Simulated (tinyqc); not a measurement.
Inside a calculation. Method: CIS and TDHF on RHF in the sto-6g basis, for H3+, spin multiplicity 1. One step of it, computed by the program tinyqc.

Problem. CIS matrix, singlets. A(ia,jb) = (e_a - e_i) d_ij d_ab + 2 (ia|jb) - (ij|ab).

orbital energies (hartree): MO1 -0.988492, MO2 -0.253533, MO3 0.021727

Two-electron integrals over orbitals (pq|rs), unique and non-zero (hartree):
```
(11|11) 0.548201    (21|11) -0.017064   (21|21) 0.143670    (22|11) 0.502347
(22|21) 0.042266    (22|22) 0.591182    (31|11) 0.043270    (31|21) 0.002457
(31|22) -0.070615   (31|31) 0.145810    (32|11) 0.003976    (32|21) -0.111643
(32|22) -0.021089   (32|31) -0.032718   (32|32) 0.105610    (33|11) 0.554472
(33|21) -0.045615   (33|22) 0.475513    (33|31) 0.089508    (33|32) 0.018914
(33|33) 0.613417
```

Give: CIS matrix A, singlet.

Solution.

CIS matrix A, singlet (hartree):
```
        1>2     1>3
1>2  0.5200  0.0009
1>3  0.0009  0.7474
```
